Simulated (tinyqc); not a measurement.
Worked calculation: RHF in the sto-6g basis, for BeH2, spin multiplicity 1. One step of it, computed by the program tinyqc.

Problem. Iteration 1: diagonalisation and new density. Diagonalise F' = X^T F X, C = X C', fill 3 alpha and 3 beta electrons from the bottom; D = 2 C_occ C_occ^T; the new density keeps 0.2 of the old one (damping). Each column has its largest component positive (the first on a tie).

Fock matrix F (hartree), lower triangle:
```
            1Be 1s     1Be 2s   1Be 2px    1Be 2py    1Be 2pz      2H 1s      3H 1s
1Be 1s   -4.955654
1Be 2s   -1.369012  -0.624744
1Be 2px  -0.114944   0.031930  0.000214
1Be 2py   0.064343  -0.113560  0.095245  -0.220660
1Be 2pz  -0.161758  -0.050558  0.011382  -0.014079   0.055772
2H 1s    -0.393395  -0.413613  0.071389  -0.279085  -0.034177  -0.342229
3H 1s    -0.407657  -0.318056  0.013431   0.227799  -0.011755  -0.102121  -0.182304
```

X, lower triangle:
```
            1Be 1s     1Be 2s   1Be 2px    1Be 2py   1Be 2pz      2H 1s     3H 1s
1Be 1s    1.026956
1Be 2s   -0.147780   1.268989
1Be 2px   0.000000   0.000000  1.000000
1Be 2py   0.000000   0.000000  0.000000   1.406401
1Be 2pz   0.000000   0.000000  0.000000   0.000000  1.000000
2H 1s     0.013945  -0.323282  0.000000  -0.469480  0.000000   1.326031
3H 1s     0.013945  -0.323282  0.000000   0.469480  0.000000  -0.116575  1.326031
```

D at the start, lower triangle:
```
            1Be 1s     1Be 2s    1Be 2px    1Be 2py    1Be 2pz     2H 1s     3H 1s
1Be 1s    1.188225
1Be 2s    0.329671   1.259437
1Be 2px   0.519863  -0.492200   0.769900
1Be 2py  -0.676388   0.873768  -0.867858   1.349852
1Be 2pz   0.550178   0.524227  -0.069229   0.020959   0.431984
2H 1s     0.119697  -0.602251   0.126755  -0.654598   0.002583  0.735601
3H 1s    -0.518372  -0.659279  -0.450598  -0.190001  -0.126818  0.929531  1.755425
```

overlap S, lower triangle:
```
           1Be 1s    1Be 2s   1Be 2px    1Be 2py   1Be 2pz     2H 1s     3H 1s
1Be 1s   1.000000
1Be 2s   0.254764  1.000000
1Be 2px  0.000000  0.000000  1.000000
1Be 2py  0.000000  0.000000  0.000000   1.000000
1Be 2pz  0.000000  0.000000  0.000000   0.000000  1.000000
2H 1s    0.075164  0.468356  0.000000   0.530367  0.000000  1.000000
3H 1s    0.075164  0.468356  0.000000  -0.530367  0.000000  0.040900  1.000000
```

Give: F' = X^T F X; orbital energies; coefficients C; D after iteration 1.

Solution.

F' = X^T F X (hartree), lower triangle:
```
         1        2       3        4        5        6       7
1  -4.8446
2  -0.7218  -0.1532
3  -0.1216   0.0301  0.0002
4   0.1031  -0.1591  0.1067   0.1623
5  -0.1593  -0.0254  0.0114  -0.0093   0.0558
6  -0.0980  -0.2308  0.0365  -0.3317  -0.0233  -0.0207
7  -0.0592  -0.2560  0.0423   0.4119  -0.0041  -0.1759  0.1810
```

orbital energies (hartree): MO1 -4.9677, MO2 -0.4853, MO3 -0.2578, MO4 0.0178, MO5 0.0634, MO6 0.2100, MO7 0.8004

coefficients C:
```
             MO1      MO2      MO3      MO4      MO5      MO6      MO7
1Be 1s    0.9923  -0.1703  -0.1157  -0.0470  -0.0236  -0.2031   0.0756
1Be 2s    0.0291   0.4868   0.1961   0.0893  -0.0875   1.1850  -0.3810
1Be 2px   0.0231  -0.2157   0.0536   0.9436   0.2201   0.0538   0.0914
1Be 2py  -0.0245   0.3783  -0.4865  -0.0258  -0.0593   0.3665   1.3784
1Be 2pz   0.0321   0.0393  -0.0219  -0.2212   0.9708   0.0749  -0.0002
2H 1s     0.0050   0.4443   0.0752   0.2073   0.1173  -1.1237  -0.7580
3H 1s    -0.0175   0.1059   0.5825  -0.1104   0.0158  -0.4050   1.2529
```

D after iteration 1, lower triangle:
```
          1Be 1s   1Be 2s  1Be 2px  1Be 2py  1Be 2pz   2H 1s   3H 1s
1Be 1s    1.8811
1Be 2s   -0.0568   0.6939
1Be 2px   0.1896  -0.2486   0.2339
1Be 2py  -0.1871   0.3156  -0.3468   0.8785
1Be 2pz   0.1544   0.1301  -0.0281   0.0437   0.0913
2H 1s    -0.1031   0.2494  -0.1214   0.0793   0.0261  0.4721
3H 1s    -0.2682   0.1325  -0.0774  -0.4267  -0.0400  0.3311  0.9125
```
